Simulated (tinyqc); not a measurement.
Equation-of-state fits to an energy-volume table made by a known binding curve. Changing the half-width of the volume window w. Computed by tinyqc, a small Python program. Command: `OMP_NUM_THREADS=1 python tinyqc.py 3029839 3029840 out.jsonl eosfit sweep`. One thread of a shared host (Intel(R) Xeon(R) Processor @ 2.30GHz), about 0.03 s of CPU time with the checks.

With x = (V/V_0)^(1/3), the energy per atom is E = -D [1 + eta (x - 1)] exp(-eta (x - 1)), so that B0 = D eta^2/(9 V_0) and B' = 1 + 2 eta/3. B' = dB/dP at P = 0.

Inputs (values chosen for the exercise, for a model crystal): cohesive energy D = 7.68 eV/atom; true volume V_0 = 27.3 angstrom^3/atom; stiffness eta = 6.97; shift of the window centre s = -0.0092; points N = 7; compression V/V_0 for the pressure test = 0.9.

Binding curve: universal binding. Noise: none.

Constants: 1 eV/angstrom^3 = 160.2176634 GPa.

Method:
- B0 and B' from the formulas above; P = -dE/dV at V = c V_0 (c the compression chosen), from the curve itself.
- Table: V_j = V_0 [1 + s + w (2 j/(N - 1) - 1)], j = 0..N-1, rounded to 0.001; E_j from the curve, rounded to 1e-7 eV.
- Third-order Birch-Murnaghan is a cubic in u = V^(-2/3): fit it by linear least squares, find the minimum, and take B0 = V E''(V), B' = -1 - V E'''/E'' there.
- Errors are fitted minus exact, relative; the pressure at c V_0 uses P = (3 B0/2) (x^7 - x^5) [1 + (3/4)(B' - 4)(x^2 - 1)], x = (V0/V)^(1/3) with the fitted values.

One run for each value; columns: (1) half-width of the volume window w; (2) error of B0 (%); (3) error of B' (%); (4) error of that pressure (%); (5) root-mean-square residual (meV):
```
(1)         (2)      (3)       (4)         (5)
0.030  -0.00700  -0.3574   0.26495  3.0276e-04
0.045  -0.02685  -0.3874   0.23937  1.5112e-03
0.060  -0.05479  -0.4242   0.20553  4.8159e-03
0.080  -0.10449  -0.4926   0.14645  1.5319e-02
0.110  -0.20616  -0.6352   0.03265  5.5354e-02
0.140  -0.34094  -0.8254  -0.10256  1.4731e-01
0.180  -0.57348  -1.1560  -0.29479  4.1240e-01
0.220  -0.86782  -1.5804  -0.46532  9.4800e-01
```

Over the rows, error of B0 (%) falls from -0.00700 to -0.868 (exponent d ln y / d ln x 3.3 between the first rows and 2.1 between the last); error of B' (%) falls from -0.357 to -1.58 (exponent d ln y / d ln x 0.20 between the first rows and 1.6 between the last); error of that pressure (%) falls from 0.265 to -0.465. The curve is not a cubic in V^(-2/3); the neglected fourth-order term grows with w and leaks into B0, as w^2 once w is much larger than the shift s. A small residual does not prove a small error in B'.

Extremes, crossings and ranges named in words are read from the listed rows.
